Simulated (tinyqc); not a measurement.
Raman shift of the zone-centre optical phonon of a diamond-structure crystal under stress: one step, computed by the program tinyqc. Command: `OMP_NUM_THREADS=1 python tinyqc.py 3030484 3030485 out.jsonl ramanstress walk`. One thread of a shared host (Intel(R) Xeon(R) Processor @ 2.30GHz), about 0.01 s of CPU time with the checks.

Axes x, y, z are the cube axes. Strain shifts the threefold optical mode and can split it; p, q and r are the phonon deformation potentials.

Question. Stress and strain tensors. Uniaxial stress along the unit vector n of the axis: sigma_ij = sigma n_i n_j. eps_xx = S11 sigma_xx + S12 (sigma_yy + sigma_zz), and cyclic; eps_xy = S44 sigma_xy/2 (tensor strain).

Inputs (values chosen for the exercise, modelled on silicon): stress sigma (tension positive) = 0.2 GPa.

Stress state: uniaxial. Axis: [111].

S44 = 12.71941 1/TPa

S11 = 7.667481 1/TPa

S12 = -2.132597 1/TPa

Give: stress; strain; volume strain.

Answer.

stress (GPa):
```
         x        y        z
x  0.06667  0.06667  0.06667
y  0.06667  0.06667  0.06667
z  0.06667  0.06667  0.06667
```

strain (per mille):
```
        x       y       z
x  0.2268  0.4240  0.4240
y  0.4240  0.2268  0.4240
z  0.4240  0.4240  0.2268
```

volume strain = 0.6805 per mille
